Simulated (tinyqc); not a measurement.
Band filling: full bands against the rectangular model: Slater-Koster d bands of a bcc metal.

Slater-Koster d bands. For a bond with direction cosines (l, m, n) the 5 x 5 block is dds Ps + ddp Pp + ddd (1 - Ps - Pp), the projectors on sigma, pi and delta states about the bond; for instance <xy|xy> = 3 l^2 m^2 dds + (l^2 + m^2 - 4 l^2 m^2) ddp + (n^2 + l^2 m^2) ddd, <xy|yz> = 3 l m^2 n dds + l n (1 - 4 m^2) ddp + l n (m^2 - 1) ddd and <3z2-r2|3z2-r2> = (n^2 - (l^2 + m^2)/2)^2 dds + 3 n^2 (l^2 + m^2) ddp + (3/4)(l^2 + m^2)^2 ddd. H(k) sums the blocks times cos(k.R) over the neighbours; the d level is the zero of energy; k in 2 pi/a.

Neighbours: eight at (a/2)(1,1,1) and equivalents, and six at a(1,0,0) and equivalents with the integrals times f2.

Mesh: k = f1 b1 + f2 b2 + f3 b3 with fractions (j + 1/2)/N, j = 0 to N - 1, and b = (-1,1,1), (1,-1,1), (1,1,-1) for fcc, (0,1,1), (1,0,1), (1,1,0) for bcc, unit vectors for simple cubic. The lowest Nd/10 of all levels are filled with two electrons each; the bond energy is their sum per atom.

Parameters, chosen for this exercise (of the size met in Mo; shifted at random, so the results belong to these values and not to a real crystal):

| symbol | value | unit | meaning |
|---|---|---|---|
| dds | -1.181 | eV | dd sigma |
| ddp | 0.791 | eV | dd pi |
| ddd | -0.106 | eV | dd delta |
| f2 | 0.487 |  | factor on all three integrals for second neighbours |
| N | 8 |  | mesh |

W = sqrt(12 mu2) with mu2 the mean square level on the mesh; rectangular model: Fermi level W (Nd/10 - 1/2), bond energy -W Nd (10 - Nd)/20. The Fermi level of the mesh is the highest filled level.

Per atom (eV):

| Nd | EF, bands | bond energy, bands | EF, rectangle | bond energy, rectangle |
|---|---|---|---|---|
| 1 | -3.146 | -3.553 | -3.107 | -3.496 |
| 2 | -2.467 | -6.359 | -2.331 | -6.215 |
| 3 | -1.919 | -8.595 | -1.554 | -8.157 |
| 4 | -0.717 | -9.943 | -0.777 | -9.322 |
| 5 | 0.812 | -9.861 | 0.000 | -9.711 |
| 6 | 1.304 | -8.736 | 0.777 | -9.322 |
| 7 | 1.694 | -7.209 | 1.554 | -8.157 |
| 8 | 1.877 | -5.424 | 2.331 | -6.215 |
| 9 | 2.798 | -3.217 | 3.107 | -3.496 |

W = 7.769 eV
full width on the mesh = 9.075 eV

The bond energy is deepest at Nd = 4 (-9.943 eV); the rectangle has its minimum at 5. The two differ most at Nd = 7, by 0.948 eV or 10 % of the deepest value: the second moment fixes the parabola, and higher moments the rest. At Nd = 3 and 7 the bands give -8.595 and -7.209 eV, a skew towards less than half filling.

(tinyqc, `OMP_NUM_THREADS=1 python tinyqc.py 1450784 1450785 out.jsonl`, Intel(R) Xeon(R) Processor @ 2.30GHz, 1 thread, shared host, about 0.05 s.)
